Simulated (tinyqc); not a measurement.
# Worked calculation: power transistor in saturation, electro-thermal loop

Program tinyqc, `OMP_NUM_THREADS=1 python tinyqc.py 2520144 2520145 out.jsonl`; Intel Xeon 2.30GHz, shared host, one thread, about 0.01 s. Printed values are rounded.

One temperature T for the device, T = T0 + Rth P(T), with P(T) = V I0 (T/300 K)^(-al) [1 + kv (T - 300 K)/Vov]^2. The loop gain is Rth dP/dT; a solution is thermally stable when it is below one.

Inputs (values chosen for the exercise): ambient temperature T0 = 300 K; drain voltage V = 48 V; saturation current at 300 K I0 = 0.068 A; exponent of the mobility al = 1.5; overdrive at 300 K Vov = 1.3 V; fall of the threshold with temperature kv = 3.3 mV/K; thermal resistance Rth = 47 K/W.

## Iteration 1: temperature by Newton steps

T at the start = 300 K

P(T) = V I0 (T/300 K)^(-al) [1 + kv (T - 300 K)/Vov]^2; P'(T) = P [-al/T + 2 kv/(Vov + kv (T - 300 K))]; G = Rth P'; T(new) = T + (T0 + Rth P - T)/(1 - G).

P = 3.264 W
G = 0.0118006
T after iteration 1 = 455.240 K

## Iteration 2: temperature by Newton steps

As before.

P = 3.39345 W
G = 0.0553169
T after iteration 2 = 459.741 K

## Course of the iteration: temperature by Newton steps

Stop when T changes by less than 1e-6 K, or after 200 iterations.

Course of the iteration:
```
iteration    T (K)  |change| (K)
1          455.240           155
2          459.741          4.50
3          459.742       1.23e-3
4          459.742      8.84e-11
```

Converged in 4 iterations. At the end the number of correct digits about doubles with each step.

## Loop gain and effective thermal resistance

converged T = 459.742 K

P(T) = V I0 (T/300 K)^(-al) [1 + kv (T - 300 K)/Vov]^2; P'(T) = P [-al/T + 2 kv/(Vov + kv (T - 300 K))]; G = Rth P'. A small change of T0 changes T by 1/(1 - G) times as much.

P = 3.39877 W
G = 0.0558277
dT/dT0 = 1.05913

The feedback is positive: heating raises the power.
